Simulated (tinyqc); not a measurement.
Weibull analysis of times to dielectric breakdown, with area scaling: one step of the calculation.

Breakdown times follow F(t) = 1 - exp(-(t/t63)^beta). The 10 times below were drawn at random from beta = 3.5, t63 = 170 s and are treated as data; all samples failed.

Problem. Straight-line fit. Least squares of W on ln t: beta = sum (x - mean x)(W - mean W)/sum (x - mean x)^2 with x = ln t, and ln t63 = mean x - mean W/beta.

Parameters, values chosen for the exercise: characteristic time of a test capacitor t63 = 170 s; Weibull slope beta = 3.5.

| i | W | ln t |
|---|---|---|
| 1 | -2.6638431 | 3.8286414 |
| 2 | -1.7232632 | 4.9272537 |
| 3 | -1.2020231 | 4.9558271 |
| 4 | -0.8216665 | 5.0106353 |
| 5 | -0.5085954 | 5.0238805 |
| 6 | -0.2303654 | 5.0304379 |
| 7 | 0.0329250 | 5.0875963 |
| 8 | 0.2990329 | 5.1873858 |
| 9 | 0.5939772 | 5.2417470 |
| 10 | 0.9926889 | 5.4467374 |

Find: beta; t63.

Solution.

beta = 2.257
t63 = 182.3 s

beta is 36 % below the value that made the data and t63 7.2 % above it.

Program tinyqc, `OMP_NUM_THREADS=1 python tinyqc.py 2070034 2070035 out.jsonl`; Intel Xeon 2.30GHz, shared host, one thread, about 0.01 s.
